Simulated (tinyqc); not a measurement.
Worked calculation: trap in a gate oxide as a short-range spherical well. Values are carried at full precision from step to step, so a last printed digit may differ when a step is redone from the rounded ones.

A spherical well of radius R and depth V0 below the conduction edge, one mass m, c = hbar^2/2m0. The s level at binding Et solves k cot(k R) = -kappa with k = sqrt(m (V0 - Et)/c), kappa = sqrt(m Et/c); it exists for V0 > Vc = c (pi/2R)^2/m. Outside, psi falls as exp(-kappa r)/r.

Constants: hbar^2/2m0 = 3.80998211 eV angstrom^2; fine-structure constant alpha = 0.007297352564; hc = 1239.841984 eV nm; kB = 8.617333262e-05 eV/K.

Parameters, chosen for this exercise (near those of Al2O3 on GaAs; not measured data):
```
symbol  value  unit       meaning
R       4      angstrom   radius of the well
V0      4.93   eV         depth of the well
m       0.311  m0         mass
n_r     1.67              refractive index
dEc     1.82   eV         conduction offset to the channel
Fox     4.5    MV/cm      oxide field, lowering levels away from the channel
t0      4.9    x 1e-11 s  time constant at the interface
T       300    K          temperature
EF      -0.14  eV         Fermi level above the channel edge
x       7      angstrom   depth of the trap
```

## The bound level

Solve for Et; the share outside is [sin^2(kR)/(2 kappa)]/[sin^2(kR)/(2 kappa) + R/2 - sin(2kR)/(4k)].

Et = 1.4271 eV
k = 0.5347 1/angstrom
kappa = 0.3413 1/angstrom
share outside = 0.300
Vc = 1.889 eV

The well is 2.61 times the critical depth. Since dEt/dV0 equals the share inside, 0.70, a 1 % change of V0 moves Et by 2.4 %. The decay length is 2.9 angstrom, 0.7 times R.

## Peak of the photo-ionisation cross-section

Lucovsky model (delta well, plane-wave final states, no local-field factor): sigma = (32 pi alpha c/(3 n_r m Et)) (x - 1)^(3/2)/x^3, x = h nu/Et, c = hbar^2/2m0; 1 angstrom^2 = 1e-16 cm^2.

The maximum lies at x = 2. Give the photon energy, its wavelength and sigma there.

h nu = 2.854 eV
wavelength = 434 nm
sigma = 15.7 x 1e-18 cm^2

With 30 % of the state outside the well the delta-well form is only a rough model of this centre.

## Level, tunnelling time and occupation

Energies from the conduction edge of the channel. The trap level at depth x is E_T = dEc - Et - e Fox x (1 MV/cm = 0.01 eV/angstrom). An electron at the channel edge tunnels with the WKB exponent S = (4/3) sqrt(m/c) [dEc^(3/2) - (dEc - e Fox x)^(3/2)]/(e Fox), c = hbar^2/2m0; tau = t0 exp(S); the occupation is f = 1/(1 + exp((E_T - EF)/kB T)), tau_c = tau/f and tau_e = tau/(1 - f). Lattice relaxation is left out; a level below the channel edge needs phonons as well, so tau is then a lower bound, while a level above it can also empty elastically at its own energy, through a thinner barrier, faster than this tau.

Give E_T, S, tau and ln(tau_c/tau_e) = (E_T - EF)/kB T.

E_T = 0.078 eV
S = 5.155
tau = 8.50e-09 s
ln(tau_c/tau_e) = 8.4

The level lies 8 kB T above EF, so the trap is mostly empty. A flat barrier would give S = 2 sqrt(m dEc/c) x = 5.40.

## Checks

- Et from the radial equation on a grid against the matching condition, eV: both 1.43.

Computed by tinyqc, a small Python program: `OMP_NUM_THREADS=1 python tinyqc.py 1252180 1252181 out.jsonl` (the numbers bound the seed that draws the inputs); one thread of a shared host (Intel(R) Xeon(R) Processor @ 2.30GHz), about 0.01 s for the whole set of steps.
